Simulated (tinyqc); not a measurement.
Hall effect and magnetoresistance of several carrier groups with constant relaxation times: one step, computed by the program tinyqc. Command: `OMP_NUM_THREADS=1 python tinyqc.py 3017168 3017169 out.jsonl hall2 walk`. One thread of a shared host (Intel(R) Xeon(R) Processor @ 2.30GHz), about 0.01 s of CPU time with the checks.

Group 1 has charge -e and group 2 charge -e; s_i is that sign. B lies along z; mu B is formed with mu in m^2/(V s).

Task: Limits of weak and strong field. Weak field: R_H(0) = sum s_i n_i mu_i^2/(e (sum n_i mu_i)^2); MR = c B^2 with c = n1 n2 mu1 mu2 (s1 mu1 - s2 mu2)^2/(n1 mu1 + n2 mu2)^2. Strong field: R_H = 1/(e sum s_i n_i); rho_xx saturates at (n1/mu1 + n2/mu2)/(e (sum s_i n_i)^2).

Inputs (values chosen for the exercise, for a model conductor):
```
quantity            value        unit
density n1        3.6e+12      1/cm^2
mobility mu1       120000  cm^2/(V s)
density n2        3.1e+12      1/cm^2
mobility mu2         6500  cm^2/(V s)
magnetic field B      3.2           T
```

Carriers: two electron groups. Densities: per area (a thin layer).

Constants: e = 1.602176634e-19 C.

Give: R_H at weak field; coefficient c; R_H at strong field; saturation MR.

Result:

R_H at weak field = -1.587e+06 cm^2/C

coefficient c = 5.485 1/T^2

R_H at strong field = -9.316e+05 cm^2/C

saturation MR = 410.6 %

R_H keeps its sign, and its size changes by a factor 0.587 from weak to strong field. Caution: mu B is well above 1, where Landau quantisation, left out here, shows at low temperature.
